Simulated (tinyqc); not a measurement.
## Trap depth and cross-section from two peaks

Question. A DLTS peak lies where ew = sn g T^2 exp(-Et/kB T), g = vth Nc/(300 K)^2. Find Et and sn.

Values chosen for this exercise: conduction-band density of states at 300 K Nc = 5.59e17 cm^-3; thermal velocity at 300 K vth = 4.1e7 cm/s.

Constants: q = 1.602176634e-19 C, kB = 1.380649e-23 J/K. Results are converted to the units shown.

peak temperatures for ew = 5 and 500 1/s (K): 104.02548  139.97977

Answer. The slope of ln(ew/T^2) against q/kB T is -Et, and the intercept is ln(sn g).

Et = 0.1400 eV
sn = 1.100e-17 cm^2

Program tinyqc, `OMP_NUM_THREADS=1 python tinyqc.py 2050043 2050044 out.jsonl`; Intel Xeon 2.30GHz, shared host, one thread, about 0.01 s.
